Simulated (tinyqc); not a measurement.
Stretching all distances: RHF, UHF, MP2, CISD and CCSD against full CI in the sto-6g basis, for H3+, spin multiplicity 1. Computed by the program tinyqc with PySCF. 

Geometry (angstrom):

| atom | x | y | z |
|---|---|---|---|
| H | 0.0000 | 0.0000 | 0.0000 |
| H | 0.0000 | 0.0000 | 0.7680 |
| H | 0.0000 | 0.7080 | -0.4190 |

All coordinates are multiplied by the scale. c0^2 is the weight of the RHF determinant in the lowest singlet FCI state (UHF is spin-contaminated and may lie near states of higher spin) and n(LUMO) the first natural occupation beyond the occupied space.

Full CI energy (hartree) and errors against it (kcal/mol):

| scale | distance 1-2 (angstrom) | E(FCI) | RHF | UHF | MP2 | CISD | CCSD | <S^2> UHF | c0^2 | n(LUMO) |
|---|---|---|---|---|---|---|---|---|---|---|
| 1.0000 | 0.7680 | -1.244719 | 16.1485 | 16.1485 | 4.9973 | 0.0000 | 0.0000 | 0.0000 | 0.9808 | 0.0320 |
| 1.2100 | 0.9293 | -1.247590 | 20.3260 | 20.3260 | 6.4751 | 0.0000 | 0.0000 | 0.0000 | 0.9702 | 0.0487 |
| 1.4100 | 1.0829 | -1.218268 | 25.1635 | 25.0880 | 8.0789 | 0.0000 | 0.0000 | 0.0526 | 0.9561 | 0.0696 |
| 1.6200 | 1.2442 | -1.175686 | 31.3860 | 26.0532 | 9.9808 | 0.0000 | 0.0000 | 0.3951 | 0.9358 | 0.0978 |
| 1.8300 | 1.4054 | -1.131574 | 38.9650 | 23.3581 | 12.0287 | 0.0000 | 0.0000 | 0.6117 | 0.9088 | 0.1332 |
| 2.0400 | 1.5667 | -1.091249 | 47.8918 | 19.6713 | 13.9566 | 0.0000 | 0.0000 | 0.7521 | 0.8750 | 0.1758 |
| 2.2400 | 1.7203 | -1.058511 | 57.3840 | 16.2780 | 15.2274 | 0.0000 | 0.0000 | 0.8419 | 0.8383 | 0.2212 |
| 2.4500 | 1.8816 | -1.030573 | 67.8841 | 13.0484 | 15.3416 | 0.0000 | 0.0000 | 0.9093 | 0.7984 | 0.2710 |

UHF parts from RHF first at scale 1.41 of those listed, where <S^2> leaves zero. The weight c0^2 goes from 0.98 to 0.80 and n(LUMO) from 0.03 to 0.27: static correlation grows as the bonds break into open-shell fragments. The spread of the error along the curve, which distorts its shape, is CISD 0.0, CCSD 0.0, MP2 10.3, UHF 13.0, RHF 51.7 kcal/mol. With two electrons CISD and CCSD are exact.
